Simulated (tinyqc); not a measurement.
Formation energy of a charged point defect from supercell energies: one step, computed by the program tinyqc. Command: `OMP_NUM_THREADS=1 python tinyqc.py 3003871 3003872 out.jsonl formation walk`. One thread of a shared host (Intel(R) Xeon(R) Processor @ 2.30GHz), about 0.01 s of CPU time with the checks.

The host is a compound AB. Making the defect adds n_A = 0, n_B = -1 atoms to the cell. All total energies are inputs. E_F is counted from the valence-band maximum (VBM); x = 0 is A-rich and x = 1 B-rich growth.

Question. Concentrations at the given E_F and T. E_f(q, E_F) = E_f(q, 0) + q E_F. c_q = N_s exp(-E_f(q, E_F)/k_B T), with all degeneracy factors one and no vibrational entropy.

Inputs (values chosen for the exercise, with gap and screening modelled on ZnO):
```
quantity                   value      unit
gap E_g                     3.41        eV
dielectric constant eps     8.44         -
cell length L               12.2  angstrom
Fermi level E_F             1.84        eV
temperature T               1400         K
site density N_s         2.9e+22     cm^-3
```

Defect: vacancy of B. Supercell lattice: bcc.

charge states q: 3  2  1  0

E_f(q, 0) (eV): (q=+3) -0.004673, (q=+2) 0.555479, (q=+1) 2.416570, (q=0) 3.619600

Constants: k_B = 8.617333262e-05 eV/K.

Give: Charge states; lowest formation energy; total concentration; mean charge.

Answer.

Charge states:
```
q   E_f (eV)  c_q (cm^-3)      share
+3     5.515    4.056e+02  1.482e-07
+2     4.235    1.642e+07  5.999e-03
+1     4.257    1.379e+07  5.037e-03
0      3.620    2.707e+09  9.890e-01
```

lowest formation energy = 3.6196 eV

total concentration = 2.737e+09 cm^-3

mean charge = 0.01704 e

State 0 holds 98.9 % of the defects. Caution: the largest image-charge correction in these energies, q^2 alpha e^2/(8 pi eps_0 eps L) with alpha = 2.888462, exceeds a quarter of the gap; the point-charge term alone is then a rough estimate, usually too large for a charge that is spread out. Caution: E_f at E_F = 0 is negative for at least one charge state, so in equilibrium E_F cannot reach the valence-band maximum.
